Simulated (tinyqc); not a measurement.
Brillouin zone and empty-lattice bands of the hcp structure: one step. The gap at M. Two cases, with inputs chosen for the exercise.

Task: At M two waves k and k - G with G = 2k are degenerate at E0. With V = |V1| x structure factor of G the levels are E0 -/+ V, and the masses normal to the face are 1/(1 -/+ 2 E0/V).

Primitive vectors a1 = a (1,0,0), a2 = a (-1/2, sqrt3/2, 0), a3 = (0,0,c); atoms at 0 and a1/3 + 2 a2/3 + a3/2. Reciprocal vectors obey a_i.b_j = 2 pi delta_ij; k is given in units of 2 pi/a. Empty-lattice levels are c0 (2 pi/a)^2 |k + G|^2, c0 = hbar^2/2m0. Points: M = (1/2, 1/(2 sqrt3), 0), K = (2/3, 0, 0), A = (0, 0, a/2c), L = M + A, H = K + A.

Constants: hbar^2/2m0 = 3.80998211 eV angstrom^2.

Case 1.

Values chosen (out of a larger set: lattice near that of Zn; not measured data): a = 2.671 angstrom (lattice constant); ca = 1.842 (c/a); V1 = -0.74 eV (atomic form factor on the shell that bounds the zone).

Case 2.

Values chosen (out of a larger set: lattice near that of Mg; not measured data): a = 3.204 angstrom (lattice constant); ca = 1.634 (c/a); V1 = -1.11 eV (atomic form factor on the shell that bounds the zone).

Give: structure factor; E0; levels; masses normal to the face, lower and upper.

Result:

Case 1.

structure factor = 0.5000
E0 = 7.028 eV

levels (eV): [6.658, 7.398]

masses normal to the face, lower and upper (m0): [-0.0270, 0.0256]

EF of the free sphere, 9.43 eV, lies above the gap: the upper band holds electrons here (EF = c0 (3 pi^2 n)^(2/3) for 4 electrons a cell; its shift by the potential is neglected).

Case 2.

structure factor = 0.5000
E0 = 4.884 eV

levels (eV): [4.329, 5.439]

masses normal to the face, lower and upper (m0): [-0.0602, 0.0538]

EF of the free sphere, 7.10 eV, lies above the gap: the upper band holds electrons here (EF = c0 (3 pi^2 n)^(2/3) for 4 electrons a cell; its shift by the potential is neglected).

Computed by tinyqc, one run a case: `OMP_NUM_THREADS=1 python tinyqc.py N N+1 out.jsonl` with N = 1850816, 1881153; one thread of a shared Intel(R) Xeon(R) Processor @ 2.30GHz, about 0.02 s a run at most.
